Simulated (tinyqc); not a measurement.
Low-temperature mobility of a two-dimensional electron gas with static screening. Inputs raised by 2 %, one at a time. Computed by tinyqc, a small Python program. Command: `OMP_NUM_THREADS=1 python tinyqc.py 3013080 3013081 out.jsonl twodeg sens`. One thread of a shared host (Intel(R) Xeon(R) Processor @ 2.30GHz), about 0.05 s of CPU time with the checks.

One subband is filled, the gas is degenerate and scatters at the Fermi circle; one permittivity serves on both sides of the interface. All formulas are in SI units, masses times m_0. Piezoelectric and polar phonons are left out, and n_s is taken as set by a gate, independent of N_i.

Inputs (values chosen for the exercise, modelled on a silicon inversion layer):
```
quantity,value,unit
in-plane mass m,0.189,m_0
mass across the layer m_z,0.947,m_0
permittivity eps,11.5,-
valley degeneracy g_v,2,-
sheet density n_s,1.9e+12,1/cm^2
depletion charge N_d,5.5e+10,1/cm^2
roughness height Delta,0.66,nm
correlation length Lambda,3.9,nm
remote charge density N_i,1.8e+12,1/cm^2
distance d of the charges from the interface,0.6,nm
density rho,2329,kg/m^3
sound velocity v_l,8960,m/s
deformation potential D_A,13,eV
temperature T,4.2,K
```

Wave function: Fang-Howard. Roughness spectrum: exponential.

Constants: m_0 = 9.1093837015e-31 kg; e = 1.602176634e-19 C; eps_0 = 8.8541878128e-12 F/m; hbar = 1.054571817e-34 J s; k_B = 1.380649e-23 J/K.

Method:
- k_F = sqrt(2 pi n_s/g_v); E_F = hbar^2 k_F^2/(2 m); q_TF = g_v m e^2/(2 pi eps eps_0 hbar^2); Fang-Howard parameter b = [12 m_z e^2 (N_d + 11 n_s/32)/(eps eps_0 hbar^2)]^(1/3), mean depth 3/b; effective field F = e (N_d + n_s/2)/(eps eps_0).
- Form factors with u = q/b: screening G(q) = [1 + 9u/8 + 3u^2/8]/(1 + u)^3, remote charge P(q) = exp(-q d)/(1 + u)^3. Dielectric function eps(q) = 1 + q_TF G(q)/q, with q = 2 k_F sin(theta/2).
- Roughness: <|U|^2> = (e F)^2 S(q), S = pi Delta^2 Lambda^2/(1 + q^2 Lambda^2/2)^(3/2).
- 1/tau_t = (m/(pi hbar^3)) int_0^pi (1 - cos theta) <|U|^2>/eps(q)^2 dtheta; the quantum rate 1/tau_q drops the factor (1 - cos theta); 200 Gauss-Legendre points in s with theta = pi s^2, s from 0 to 1; mu = e tau_t/m.
- Remote charges: <|U|^2> = N_i [e^2 P(q)/(2 eps eps_0 q)]^2.
- Unscreened deformation potential in equipartition: 1/tau = m D_A^2 k_B T I/(rho v_l^2 hbar^3), I = int |psi|^4 dz = 3 b/16 for the Fang-Howard function (used for both wave-function options); mu = e tau/m. Bloch-Grueneisen temperature T_BG = 2 hbar v_l k_F/k_B.
- At the Fermi circle the rates add, so 1/mu is the sum; sheet resistance 1/(n_s e mu); mean free path hbar k_F mu/e; the quantum time adds the rates 1/tau_q, with the isotropic acoustic rate e/(m mu).

Runs:
```
input moved,from,to,mobility mu (cm^2/(V s)),roughness mobility (cm^2/(V s)),remote-charge mobility (cm^2/(V s)),sheet resistance (ohm)
base run,-,-,2116,13271,2548,1552
in-plane mass m (m_0),0.189,0.19278,2089,13080,2516,1573
permittivity eps,11.5,11.73,2153,13419,2595,1526
sheet density n_s (1/cm^2),1.9e+12,1.938e+12,2128,12814,2583,1513
depletion charge N_d (1/cm^2),5.5e+10,5.61e+10,2115,13246,2547,1553
correlation length Lambda (nm),3.9,3.978,2114,13198,2548,1554
deformation potential D_A (eV),13,13.26,2115,13271,2548,1553
temperature T (K),4.2,4.284,2116,13271,2548,1553
```

Exponents ln(y'/y) / ln(x'/x):
```
input,mobility mu,roughness mobility,remote-charge mobility,sheet resistance
in-plane mass m,-0.661,-0.734,-0.631,0.661
permittivity eps,0.863,0.560,0.927,-0.863
sheet density n_s,0.291,-1.770,0.703,-1.291
depletion charge N_d,-0.034,-0.096,-0.023,0.034
correlation length Lambda,-0.044,-0.278,0.000,0.044
deformation potential D_A,-0.020,0.000,0.000,0.020
temperature T,-0.010,0.000,0.000,0.010
```

Among the inputs moved here: mobility mu answers most in size to permittivity eps (exponent +0.863), next to in-plane mass m (-0.661). Roughness mobility answers most in size to sheet density n_s (exponent -1.770), next to in-plane mass m (-0.734); its exponent is below 0.0005 for deformation potential D_A, temperature T. remote-charge mobility answers most in size to permittivity eps (exponent +0.927), next to sheet density n_s (+0.703); its exponent is below 0.0005 for correlation length Lambda, deformation potential D_A, temperature T. sheet resistance answers most in size to sheet density n_s (exponent -1.291), next to permittivity eps (-0.863).

Caution (all rows): T is below the Bloch-Grueneisen temperature T_BG, so equipartition fails: the acoustic mobility is only a lower bound and the acoustic share of 1/mu is overstated.
